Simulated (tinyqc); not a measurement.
Lateral field, substrate current, probability of reaching the oxide barrier and hot-carrier lifetime of a silicon transistor (pseudo-two-dimensional and lucky-electron models): one step, computed by the program tinyqc. Command: `OMP_NUM_THREADS=1 python tinyqc.py 3025628 3025629 out.jsonl hotcar walk`. One thread of a shared host (Intel(R) Xeon(R) Processor @ 2.30GHz), about 0.04 s of CPU time with the checks.

Local-field models: a lucky carrier gains its energy at the peak field over a path free of collisions. Voltages are magnitudes.

Question. Saturation point and current. C_ox = 3.9 eps_0/t; F_sat = 2 v_s/mu; V_Dsat = V_ov F_sat L/(V_ov + F_sat L), V_ov = V_G - V_T; I_D/W = C_ox v_s (V_ov - V_Dsat).

Inputs (values chosen for the exercise, modelled on a silicon n-channel):
```
quantity                                value                      unit
channel length L                          310                        nm
oxide thickness t                         7.4                        nm
junction depth x_j                         63                        nm
mobility mu                               340                cm^2/(V s)
saturation velocity v_s                  0.84                  1e7 cm/s
threshold voltage V_T                    0.68                         V
gate voltage V_G                          2.4                         V
ionisation prefactor A_i              2.2e+06                      1/cm
ionisation field B_i                     1.76                     MV/cm
hot-carrier mean free path lambda         7.8                        nm
oxide barrier phi_b                       3.1                        eV
interface-trap threshold phi_it           3.6                        eV
lifetime constant H                        30  s microampere/micrometre
length of the depleted extension L_n       26                        nm
```

Drain: lightly doped extension.

Constants: eps_0 = 8.8541878128e-12 F/m.

Give: F_sat; V_Dsat; drain current I_D/W.

Answer.

F_sat = 49.412 kV/cm

V_Dsat = 0.81022 V

drain current I_D/W = 356.61 microampere/micrometre
